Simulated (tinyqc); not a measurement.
Capacitance of parallel on-chip lines from Laplace's equation on a mesh: one step of the calculation.

Cross-section of an endless row of equal lines between two grounded planes; neighbours are driven in antiphase (+1 V and -1 V), so the plane midway between two lines is at 0 V. By symmetry one quarter is solved: x runs from the centre of a line (column 0, mirror) to that midplane (column 5, 0 V), y from the mid-height of the line (row 0, mirror) to the ground plane (row 4, 0 V). The line fills columns 0 to 2 and rows 0 to 1 at 1 V. Cells beside the line (below row 1) have e2, cells above have e1. Each link between nodes has the conductance g = mean permittivity of the two cells beside it (a cell beyond a mirror counts as 0), and the free nodes obey sum g (V_neighbour - V) = 0.

Question. Relaxation sweep. One sweep visits the free nodes row by row from row 0, left to right, and replaces V by V + om (weighted mean of the neighbours - V), using new values at once.

Inputs (values chosen for the exercise): over-relaxation factor om = 1.

V at the start (V):
```
       col 0  col 1  col 2  col 3  col 4  col 5
row 0      1      1      1      0      0      0
row 1      1      1      1      0      0      0
row 2      0      0      0      0      0      0
row 3      0      0      0      0      0      0
row 4      0      0      0      0      0      0
```

gx:
```
       col 0  col 1  col 2  col 3  col 4
row 0   1.35   1.35   1.35   1.35   1.35
row 1   2.85   2.85   2.85   2.85   2.85
row 2      3      3      3      3      3
row 3      3      3      3      3      3
row 4    1.5    1.5    1.5    1.5    1.5
```

gy:
```
       col 0  col 1  col 2  col 3  col 4  col 5
row 0   1.35    2.7    2.7    2.7    2.7   1.35
row 1    1.5      3      3      3      3    1.5
row 2    1.5      3      3      3      3    1.5
row 3    1.5      3      3      3      3    1.5
```

Find: V after sweep 1.

Answer.

V after sweep 1 (V):
```
        col 0   col 1   col 2   col 3   col 4   col 5
row 0  1.0000  1.0000  1.0000  0.2500  0.0625  0.0000
row 1  1.0000  1.0000  1.0000  0.3092  0.0921  0.0000
row 2  0.2500  0.3125  0.3281  0.1593  0.0629  0.0000
row 3  0.0625  0.0938  0.1055  0.0662  0.0323  0.0000
row 4  0.0000  0.0000  0.0000  0.0000  0.0000  0.0000
```

tinyqc, about 0.7 s, one thread, Intel Xeon 2.30GHz (shared host): `OMP_NUM_THREADS=1 python tinyqc.py 2790208 2790209 out.jsonl`
